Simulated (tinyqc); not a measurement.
## Density and mobility of a removed layer (differential Hall)

Problem. For layers in parallel the sheet conductance g = 1/Rs and the product g mu_H (mu_H signed, unit Hall factors) are additive. Find the sheet density and mobility of the layer that was removed, and its share of the conductance.

Constants: q = 1.602176634e-19 C. Results are converted to the units shown.

Rs before and after removing the top layer (ohm/square): [2358.8470, 11431.335]
apparent mobility before and after, signed (cm^2/(V s)): [102.85714, 210]

Answer. The differences give g1 = q n mu and g1 mu = q n mu^2; their ratio is mu and g1^2/(q g1 mu) is n.

sheet density = 2.80e13 cm^-2
mobility = 75.0 cm^2/(V s)
share of the conductance = 79.4 %

tinyqc, about 0.01 s, one thread, Intel Xeon 2.30GHz (shared host): `OMP_NUM_THREADS=1 python tinyqc.py 2850101 2850102 out.jsonl`
